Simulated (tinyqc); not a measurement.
Tight binding, dimerised chain, step by step. Computed by tinyqc, a small Python program that keeps every step. Settings: t1 = 1.73, t2 = 1.0, delta = 0, points = 12, cells = 4. Command: `OMP_NUM_THREADS=1 python tinyqc.py 20006 20007 out.jsonl` (the two numbers bound the seeds that draw the settings). One thread of a shared host (Intel(R) Xeon(R) Processor @ 2.60GHz), about 0.01 s of CPU time with the checks.

## Bloch Hamiltonian at k

Parameters chosen for this model:
```
parameter,value,unit
t1,1.730000,"eV, inside the cell"
t2,1.000000,"eV, between cells"
delta,0,"eV, +/- on the two sites"
```

k point k (2 pi / a): 0.190000

H_AA = +delta, H_BB = -delta, H_AB = -t1 - t2 exp(-i k a).

H(k) at k (eV):
```
,A,B
A,0.000000,-2.098125+0.929776i
B,-2.098125-0.929776i,0.000000
```

## Levels at k

Diagonalise the Hermitian matrix.

eigenvalues (eV): -2.294910  2.294910

weights |c|^2 of the basis functions:
```
,band 1,band 2
A,0.500000,0.500000
B,0.500000,0.500000
```

## Bloch Hamiltonian at X

k point X (2 pi / a): 0.500000

As before.

H(k) at X (eV):
```
,A,B
A,0.000000,-0.730000
B,-0.730000,0.000000
```

## Levels at X

As before.

eigenvalues (eV): -0.730000  0.730000

weights |c|^2 of the basis functions:
```
,band 1,band 2
A,0.500000,0.500000
B,0.500000,0.500000
```

## Bands along a path

The same steps at evenly spaced points between the labelled ones.

Bands along the path (eV):
```
k,band 1,band 2
G,-2.730000,2.730000
G-X 0.33,-2.392258,2.392258
G-X 0.67,-1.504294,1.504294
X,-0.730000,0.730000
```

With 1 band(s) filled, the highest filled level on these points lies at X and the lowest empty one at X: a gap of 1.4600 eV, direct.

## Berry (Zak) phase of the lower band

On 12 points k_j = j/N: phase = -Im ln of the product of <u_j|u_(j+1)>, closed with u_N = u_0 (the cell-periodic part is taken without the site positions). Single arguments depend on the phases chosen for the u_j; only their sum modulo 2 pi does not.

Overlaps:
```
j,|<u_j|u_j+1>|,argument (rad)
0,0.995478,0.095136
1,0.995946,0.090076
2,0.997049,0.076843
3,0.999002,-0.568787
4,0.999014,0.044418
5,0.965793,0.262313
6,0.965793,0.262313
7,0.999014,0.044418
8,0.999002,-0.568787
9,0.997049,0.076843
10,0.995946,0.090076
11,0.995478,0.095136
```

phase / pi, folded into (-1, 1] = 0.000000

## Open chain of 4 cells

H of the open chain (eV), lower triangle:
```
,1,2,3,4,5,6,7,8
1,0.000000
2,-1.730000,0.000000
3,0.000000,-1.000000,0.000000
4,0.000000,0.000000,-1.730000,0.000000
5,0.000000,0.000000,0.000000,-1.000000,0.000000
6,0.000000,0.000000,0.000000,0.000000,-1.730000,0.000000
7,0.000000,0.000000,0.000000,0.000000,0.000000,-1.000000,0.000000
8,0.000000,0.000000,0.000000,0.000000,0.000000,0.000000,-1.730000,0.000000
```

The same hoppings without the wrap-around bond.

levels (eV): -2.586357  -2.180040  -1.591746  -0.998063  0.998063  1.591746  2.180040  2.586357

weights of the highest filled level on the sites: 0.136473  0.045422  0.181807  0.136297  0.136297  0.181807  0.045422  0.136473

The bulk gap runs from -0.7300 to 0.7300 eV; no level of this chain lies inside it.
